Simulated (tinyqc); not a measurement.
Type-II superlattice in the two-band Kane model: sweeps and comparisons. A value that a table varies takes the place of the one given here.

Motion along the axis, period d = a + b, c = hbar^2/2m0. Conduction and light-hole bands couple: (E - Ec)(E - Ev) = Ep c k^2 in each layer, with mass m(E) = (E - Ev)/Ep, which may be negative. The conduction envelope psi and psi'/m(E) are continuous; a layer carries them by [[cos kt, (m/k) sin kt], [-(k/m) sin kt, cos kt]] (cosh and sinh for k^2 < 0), and cos(q d) = tr(M_B M_A)/2. C1 is the first miniband above EvB, with its bottom at tr/2 = +1 and its top at -1; the gap is the bottom of C1 less the top heavy-hole level HH1.

Heavy holes are uncoupled: with e = EvB - E, p = sqrt(mhB e/c), w = sqrt(mhA (EvB - EvA - e)/c), the top level HH1 at q = 0 solves (p/mhB) tan(p b/2) = (w/mhA) tanh(w a/2).

Constants: hbar^2/2m0 = 3.80998211 eV angstrom^2; hc = 1239.841984 eV nm.

Inputs chosen for the exercise (near those of an InAs/GaSb superlattice; the results hold for these values, not for the real material): b = 51 angstrom (layer B); EcA = 0 eV (conduction edge of A); EvA = -0.41 eV (valence edge of A); EcB = 0.931 eV (conduction edge of B); EvB = 0.113 eV (valence edge of B); EpA = 14.3 eV (coupling energy in A); EpB = 17.9 eV (coupling energy in B); mhA = 0.33 m0 (heavy hole in A); mhB = 0.27 m0 (heavy hole in B); As = (21, 29, 34, 46, 52, 66, 79) angstrom (widths of layer A); a = 31 angstrom (layer A).

## Width of layer A

Bottom of C1 (tr/2 = +1, above EvB), HH1, the gap and hc/gap; widths at which C1 no longer starts above EvB are left out.

Results:

| a (angstrom) | C1 (eV) | HH1 (eV) | gap (meV) | cut-off (micrometre) |
|---|---|---|---|---|
| 21 | 0.4915 | 0.0777 | 413.8 | 3.00 |
| 29 | 0.3843 | 0.0775 | 306.8 | 4.04 |
| 34 | 0.3338 | 0.0774 | 256.3 | 4.84 |
| 46 | 0.2461 | 0.0774 | 168.7 | 7.35 |
| 52 | 0.2145 | 0.0774 | 137.1 | 9.04 |
| 66 | 0.1604 | 0.0774 | 83.0 | 14.93 |
| 79 | 0.1262 | 0.0774 | 48.8 | 25.40 |

What does this show, and why?

From a = 21 to 79 angstrom C1 falls by 365 meV while HH1 moves by -0.3 meV, so layer A tunes the gap, from 414 to 49 meV. The cut-off shifts by 0.131 micrometre per angstrom at the thin end and 0.805 at the thick end: long wavelengths need tight control of the thickness.

## One band or two

Bottom of C1. One band: (k/mA) tan(k a/2) = (kappa/mB) tanh(kappa b/2) with the edge masses (Ec - Ev)/Ep and barrier EcB - EcA. Second row: mA replaced by m(E). The last column is measured against two bands.

Results:

| model | C1 (eV) | gap (meV) | error (meV) |
|---|---|---|---|
| one band, edge masses | 0.3440 | 266.5 | -18.8 |
| m(E) in A only | 0.3020 | 224.5 | -60.8 |
| two bands | 0.3628 | 285.4 | 0.0 |

mA = 0.0287 m0
mB = 0.0457 m0

What can be read from the table?

With edge masses C1 errs by -19 meV, 7 % of the gap. The heavier m(E) in A changes it by -42 meV; the treatment of B changes it by +61 meV, since C1 lies 250 meV above the valence edge of B, where its mass is 0.0140 instead of 0.0457.

## What each parameter does

Bottom and width of C1, HH1 and the gap. Each row changes one parameter from the base and keeps the others.

Results:

| case | C1 (eV) | width (meV) | HH1 (eV) | gap (meV) |
|---|---|---|---|---|
| base | 0.3628 | 39.3 | 0.0775 | 285.4 |
| a = 28 angstrom | 0.3958 | 42.2 | 0.0775 | 318.3 |
| b = 54 angstrom | 0.3657 | 34.1 | 0.0806 | 285.1 |
| EvB = 0.093 eV | 0.3604 | 37.0 | 0.0577 | 302.7 |
| EcB = 0.981 eV | 0.3698 | 34.9 | 0.0775 | 292.3 |
| EvA = -0.44 eV | 0.3589 | 38.7 | 0.0771 | 281.8 |
| EpA = 15.4 eV | 0.3703 | 40.9 | 0.0775 | 292.8 |
| mhB = 0.31 m0 | 0.3628 | 39.3 | 0.0805 | 282.3 |

What does this show?

The largest shifts from the base row, up to three for each result and ties (the steps differ in size, so this ranks the rows, not the parameters). C1 (eV): a +0.0329, EpA +0.0075, EcB +0.0070; unchanged at the printed digits by mhB. width (meV): b -5.2, EcB -4.4, a +2.9; unchanged at the printed digits by mhB. HH1 (eV): EvB -0.0197, b +0.0032, mhB +0.0031; unchanged at the printed digits by a, EcB and EpA. gap (meV): a +32.9, EvB +17.3, EpA +7.5.

Run: tinyqc, `OMP_NUM_THREADS=1 python tinyqc.py 1280140 1280141 out.jsonl`; Intel(R) Xeon(R) Processor @ 2.30GHz, one thread, shared host; about 0.07 s of CPU time with all checks.
